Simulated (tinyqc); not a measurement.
# Square on-chip spiral inductor, lumped pi model: quality factor against frequency

Outer diameter do = di + 2 n wd + 2 (n - 1) sp, mean da = (do + di)/2, fill p = (do - di)/(do + di), length l = 4 n da. L = 2.34 mu0 n^2 da/(1 + 2.75 p), mu0 = 4 pi 1e-7 H/m. Rs = rho l/(wd delta (1 - exp(-th/delta))), delta = sqrt(rho/(pi f mu0)). Cs = n wd^2 eps0 eo/hu across the coil. At each end Cox = l wd eps0 eo/(2 ho) leads to the substrate branch Rsi = 2 rs he/(l wd) in parallel with Csi = l wd eps0 11.7/(2 he). With one end grounded Y = 1/(Rs + i w L) + i w Cs + 1/[1/(i w Cox) + 1/(1/Rsi + i w Csi)], w = 2 pi f; Q = -Im Y/Re Y. Eddy currents in neighbouring turns and in the substrate are left out.

Apparent inductance Im(1/Y)/w; share of the loss Re(substrate branch)/Re Y.

Parameters, values chosen for the exercise; values of the order met in silicon radio-frequency processes:

| symbol | value | unit | meaning |
|---|---|---|---|
| n | 2.5 |  | number of turns |
| wd | 8 | um | line width |
| sp | 3 | um | space between turns |
| di | 80 | um | inner diameter |
| th | 2 | um | metal thickness |
| rho | 3 | uohm cm | metal resistivity |
| ho | 9.1 | um | oxide below the coil |
| hu | 1.2 | um | oxide between coil and underpass |
| eo | 3.9 |  | relative permittivity of the oxide |
| rs | 1 | ohm cm | substrate resistivity |
| he | 80 | um | effective spreading depth in the substrate |

Constants: eps0 = 8.8541878128e-12 F/m. Results are converted to the units shown.

Quality factor against frequency:
```
f (GHz)	Rs (ohm)	w L/Rs	Q	apparent inductance (nH)	loss in the substrate (%)
0.64	2.583	1.818	1.817	1.168	8.656e-4
1	2.755	2.663	2.660	1.169	0.004234
1.7	3.030	4.116	4.103	1.171	0.02980
2.8	3.384	6.071	6.014	1.176	0.1896
4.6	3.864	8.734	8.459	1.191	1.171
7.5	4.512	12.20	10.81	1.230	6.514
12	5.358	16.43	10.49	1.334	26.64
20	6.615	22.18	4.991	1.686	66.28
33	8.295	29.19	0.6684	1.651	89.53
```

What does the table show?

Q goes from 1.82 through a maximum of 10.8 (at f = 7.5 GHz among the rows listed) to 0.668; the exact peak is 11.2 at 9.35 GHz and Q reaches zero at the self-resonance, 38.5 GHz. The share of the substrate rises from 8.66e-4 to 89.5 %, and the apparent inductance ends at 1.41 times L. At the peak the substrate takes 13.2 % of the loss. For f = 33 the coil is longer than 0.15 of a wavelength in the oxide, where one lumped section is rough.

tinyqc, about 0.01 s, one thread, Intel Xeon 2.30GHz (shared host): `OMP_NUM_THREADS=1 python tinyqc.py 2302045 2302046 out.jsonl`
